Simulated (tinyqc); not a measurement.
# Field from the transmission

Question. The left lead has its band edge at 0; for x > 0 the edge falls without end, U(x) = U0 - F x, with mass m1. No transverse momentum; C = hbar^2/(2 m0); psi and psi'/m are continuous at x = 0. The outgoing solution is Bi(z) + i Ai(z). Energy scale e = (C F^2/m1)^(1/3), z(x) = (U(x) - E)/e, s = (dz/dx)/m1 = -F/(e m1); v = k/m in a lead. With the Airy functions at z = z(0): g = s (Bi' + i Ai')/(Bi + i Ai), r = (i vL - g)/(i vL + g), T(E) = 1 - |r|^2 = 4 vL Im(g)/|i vL + g|^2, vL = sqrt(mL E/C)/mL. Find F, known to lie between 0.00065 and 0.01 V/nm, and z(0).

Values chosen for this exercise: mass in the left lead mL = 0.042 m0; barrier edge at x = 0 U0 = 0.24 eV; mass in the barrier m1 = 0.078 m0; electron energy E = 0.157 eV.

Constants: q = 1.602176634e-19 C, hbar = 1.054571817e-34 J s, m0 = 9.1093837015e-31 kg, hbar^2/(2 m0) = 0.0380998212 eV nm^2. Results are converted to the units shown.

T(E) = 3.9535404e-8

Answer. Over that range T(E) rises steadily with F, so there is one root, found by bisection.

F = 0.002600 V/nm
z(0) = 5.574

Numbers from tinyqc (`OMP_NUM_THREADS=1 python tinyqc.py 2580109 2580110 out.jsonl`; about 0.01 s on one thread of a shared Intel Xeon 2.30GHz).
